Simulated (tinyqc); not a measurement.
Interface traps from C-V curves, high-low and Terman methods: one step of the calculation.

MOS capacitor on an n-type substrate; psi is the band bending, negative in depletion; only majority carriers are counted. At the bending psi the Fermi level lies y = xi - psi below the conduction edge at the surface, xi = Vt ln(Nc/Nd). Dit(y) = D0 + D1 exp(-y/E1); traps fill up to the Fermi level, follow the bias and a slow signal, and do not follow a fast one. V is the gate voltage from flat band.

Task. High-low extraction. q Dit = (1/C_LF - 1/Cox)^(-1) - (1/C_HF - 1/Cox)^(-1) at each point.

Constants: q = 1.602176634e-19 C. Results are converted to the units shown.

```
point  C_HF (nF/cm^2)  C_LF (nF/cm^2)
0           60.600660       100.46586
1           64.863200       105.58015
2           70.226753       113.21346
3           77.279974       125.47119
4           87.185427       146.25128
5           102.70351       182.18595
6           132.91218       243.15277
7           224.60772       345.94924
```

Cox = 605.81285 nF/cm^2

Find: Dit by high-low.

Result.

Dit by high-low, point 0 to 7 (cm^-2 eV^-1): [3.3144e11, 3.4468e11, 3.7323e11, 4.3482e11, 5.6768e11, 8.5426e11, 1.4724e12, 2.8059e12]

Program tinyqc, `OMP_NUM_THREADS=1 python tinyqc.py 2030108 2030109 out.jsonl`; Intel Xeon 2.30GHz, shared host, one thread, about 0.01 s.
